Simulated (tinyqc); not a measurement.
Two-node Weyl semimetal on a cubic lattice and its slab: one step. The slab at one surface momentum.

H = d.s with dx = t sin kx, dy = t sin ky, dz = m (2 - cos kx - cos ky) + M(kz), M = tz (cos k0 - cos kz), k in 1/a. Nodes at (0, 0, +/-k0). Berry curvature of the lower band along z: Omega = d.(dd/dkx x dd/dky)/(2|d|^3), in the sense curl of i<u|grad u>.

Slab of N layers along x with hard walls: layer block t sin(ky) sy + (m (2 - cos ky) + M(kz)) sz, block to the next layer t sx/(2i) - m sz/2.

Values chosen for the exercise:
```
symbol  value  unit  meaning
t       0.89   eV    hopping in sx and sy
m       0.75   eV    mass term
tz      1.02   eV    hopping along z
k0      1.53   1/a   position of the nodes
N       5            layers of the small slab
ky      0.1    1/a
kz      0.56   1/a
```

Problem. Fill in the matrix.

Give: H.

Solution.

H (eV):
```
         1+        1-        2+        2-        3+        3-        4+        4-        5+        5-
1+  -0.0689  -0.0889i   -0.3750  -0.4450i         0         0         0         0         0         0
1-  0.0889i    0.0689  -0.4450i    0.3750         0         0         0         0         0         0
2+  -0.3750   0.4450i   -0.0689  -0.0889i   -0.3750  -0.4450i         0         0         0         0
2-  0.4450i    0.3750   0.0889i    0.0689  -0.4450i    0.3750         0         0         0         0
3+        0         0   -0.3750   0.4450i   -0.0689  -0.0889i   -0.3750  -0.4450i         0         0
3-        0         0   0.4450i    0.3750   0.0889i    0.0689  -0.4450i    0.3750         0         0
4+        0         0         0         0   -0.3750   0.4450i   -0.0689  -0.0889i   -0.3750  -0.4450i
4-        0         0         0         0   0.4450i    0.3750   0.0889i    0.0689  -0.4450i    0.3750
5+        0         0         0         0         0         0   -0.3750   0.4450i   -0.0689  -0.0889i
5-        0         0         0         0         0         0   0.4450i    0.3750   0.0889i    0.0689
```

Computed by tinyqc, a small Python program: `OMP_NUM_THREADS=1 python tinyqc.py 1451426 1451427 out.jsonl` (the numbers bound the seed that draws the inputs); one thread of a shared host (Intel(R) Xeon(R) Processor @ 2.30GHz), about 0.2 s for the whole set of steps.
